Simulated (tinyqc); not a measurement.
Bulk transistor, scale length and short-channel effects: two steps of the calculation.

A gate, an insulator of thickness ti and a depleted layer of depth ts on a conducting body. Below threshold the potential that source and drain add obeys Laplace's equation and vanishes on the gate and at the bottom of the depleted layer. Its lowest mode decays along the channel as exp(-k y); k is the smallest positive root of the matching condition at the interface, and the scale length is Lambda = pi/k.

Inputs (values chosen for the exercise); permittivities: semiconductor close to that of silicon, insulator close to that of aluminium oxide:
```
symbol,value,unit,meaning
eps_r,11.7,,relative permittivity of the semiconductor
ei,9.07,,relative permittivity of the insulator
ti,3.6,nm,insulator thickness
ts,19,nm,depletion depth
```

Problem 1. Decay constant by Newton steps. f(k) = eps_r sin(k ti) cos(k ts) + ei cos(k ti) sin(k ts); f' by a central difference with +/- 1e-5 1/nm; k(new) = k - f/f'.

k at the start = 0.15 1/nm

Wanted: f; f'; k after iteration 1.

Solution 1.

f = -3.525
f' = -213.9 nm
k after iteration 1 = 0.1335 1/nm

Problem 2. Scale length against simple estimates. Lambda = pi/k and l = 1/k. A parabolic potential across the structure gives l(parabolic) = sqrt((eps_r/ei) ts ti).

k = 0.13406470 1/nm

Wanted: Lambda; l; l(parabolic).

Solution 2.

Lambda = 23.433 nm
l = 7.4591 nm
l(parabolic) = 9.3933 nm

Program tinyqc, `OMP_NUM_THREADS=1 python tinyqc.py 2420112 2420113 out.jsonl`; Intel Xeon 2.30GHz, shared host, one thread, about 0.01 s.
